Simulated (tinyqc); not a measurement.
Worked calculation: coherent transport through a tight-binding region between two chains. Computed by tinyqc, a small Python program that keeps every step. Settings: temperature = 300, mu = 0.21. Command: `OMP_NUM_THREADS=1 python tinyqc.py 27113 27114 out.jsonl` (the two numbers bound the seeds that draw the settings). One thread of a shared host (Intel(R) Xeon(R) Processor @ 2.60GHz), about 0.08 s of CPU time with the checks.

## Transmission at E = 0.86 eV

H of the central region (eV):
```
,1,2,3,4,5
1,0.000000,-1.290000,0.000000,0.000000,-1.290000
2,-1.290000,1.450000,-1.290000,0.000000,0.000000
3,0.000000,-1.290000,1.450000,-1.290000,0.000000
4,0.000000,0.000000,-1.290000,1.450000,-1.290000
5,-1.290000,0.000000,0.000000,-1.290000,0.000000
```

Leads: semi-infinite chains with site energy 0:
```
parameter,value
lead hopping t (eV),2.460000
coupling to the left lead (eV),0.370000
coupling to the right lead (eV),1.340000
left contact site,1
right contact site,2
```

E = 0.860000 eV

Surface Green function g = (E - i sqrt(4 t^2 - E^2)) / (2 t^2); self-energy tc^2 g on each contact site; G = (E - H - Sigma)^(-1); Gamma = -2 Im Sigma; T = Gamma_L Gamma_R |G_LR|^2; local density of states -Im G_ii / pi.

g = 0.071056-0.400246i 1/eV

G (1/eV):
```
,1,2,3,4,5
1,0.477270-0.124004i,0.382520-0.087649i,-0.313317-0.137862i,-0.525820+0.024596i,0.072825+0.149111i
2,0.382520-0.087649i,0.266050-0.062078i,0.506084-0.095104i,-0.034585+0.018581i,-0.521902+0.103602i
3,-0.313317-0.137862i,0.506084-0.095104i,0.541852-0.196990i,0.516933+0.005008i,-0.305425+0.199281i
4,-0.525820+0.024596i,-0.034585+0.018581i,0.516933+0.005008i,0.271012-0.016291i,0.382212-0.012459i
5,0.072825+0.149111i,-0.521902+0.103602i,-0.305425+0.199281i,0.382212-0.012459i,0.480235-0.204979i
```

local density of states (1/eV): 0.039472  0.019760  0.062704  0.005185  0.065247

transmission = 0.024258

## Transmission across the band

The same steps on a grid of energies.

T(E):
```
E (eV),T
-4.67400000,0.000067
-4.20660000,0.000296
-3.73920000,0.000818
-3.27180000,0.002196
-2.80440000,0.007097
-2.33700000,0.045336
-1.86960000,0.246788
-1.40220000,0.016954
-0.93480000,0.003286
-0.46740000,0.000069
0.00000000,0.057411
0.46740000,0.032229
0.93480000,0.023327
1.40220000,0.021561
1.86960000,0.026676
2.33700000,0.052807
2.80440000,0.234070
3.27180000,0.000111
3.73920000,0.026672
4.20660000,0.004048
4.67400000,0.000533
```

levels of the isolated region (eV): -1.970074  0.077522  0.122098  2.662478  3.457976

## Current

I = (2e/h) int T(E) [f(E - mu - V/2) - f(E - mu + V/2)] dE at 300 K with mu = 0.21 eV, the bias not changing H; 2e^2/h = 77.48092 microsiemens; the integral runs over the band on 4001 points.

Current:
```
V (volt),I (microampere)
0.010000,0.016359
0.050000,0.086352
0.100000,0.203445
0.200000,0.664268
0.400000,1.902150
0.800000,2.875774
```
